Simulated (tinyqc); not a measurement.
## Slope factor and drain-induced lowering from three currents

Inverse problem. With source and body at 0 V, I = A exp((Vg + dd Vd)/(nf Vt)) (1 - exp(-Vd/Vt)). Find nf, the swing nf Vt ln 10 and dd.

Values chosen for this exercise:

| symbol | value | unit | meaning |
|---|---|---|---|
| T | 358 | K | temperature |

Constants: q = 1.602176634e-19 C, kB = 1.380649e-23 J/K, Vt = kB T/q. Results are converted to the units shown.

currents at (Vg, Vd) = (0, 0.05), (0, 0.8) and (0.09, 0.8) V (nA/um): [0.064829959, 0.35664999, 3.3067783]

Answer. The pair at equal Vd gives nf; the pair at equal Vg, after dividing out the factors 1 - exp(-Vd/Vt), gives dd.

nf = 1.310
swing = 93.06 mV/decade
dd = 0.08000

Computed by the program tinyqc: `OMP_NUM_THREADS=1 python tinyqc.py 2242115 2242116 out.jsonl`, one thread of a shared Intel Xeon 2.30GHz, about 0.05 s for the whole run.
